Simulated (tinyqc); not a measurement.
## Access strength from the read disturbance

Question. Transistor (EKV form, voltages against the body): I = 2 n b Vt^2 [F(vp - Vs) - F(vp - Vd)] from drain to source, F(v) = ln^2(1 + exp(v/(2 Vt))), vp = (Vg - VT + sg |Vd - Vs|)/n. n-channel bodies are at 0; for the p-channel device all voltages are counted down from Vdd. b in uA/V^2 gives I in uA. In an SRAM read the low node Q obeys In(gate QB, drain Q) = Ip(gate QB, drain Q) + Ia, where the access transistor (threshold VTn) has its gate and drain at Vdd and its source at Q. Find Ia, ba and the cell ratio bn/ba.

Values chosen for this exercise:
- T = 325 K (temperature)
- Vdd = 0.6 V (supply voltage)
- n = 1.22 (slope factor)
- sg = 0.113 (drain-induced barrier lowering)
- VTn = 0.42 V (n-channel threshold)
- VTp = 0.27 V (p-channel threshold (magnitude))
- bn = 220 uA/V^2 (gain factor of the pull-down transistor)
- bp = 66 uA/V^2 (gain factor of the pull-up transistor)

Constants: q = 1.602176634e-19 C, kB = 1.380649e-23 J/K, Vt = kB T/q. Results are converted to the units shown.

Q and QB in the read (V): 0.048773122  0.59999684

Answer. The node equation gives Ia, which is proportional to ba.

Ia = 1.582 uA
ba = 110.0 uA/V^2
cell ratio = 2.000

tinyqc, about 0.1 s, one thread, Intel Xeon 2.30GHz (shared host): `OMP_NUM_THREADS=1 python tinyqc.py 2340018 2340019 out.jsonl`
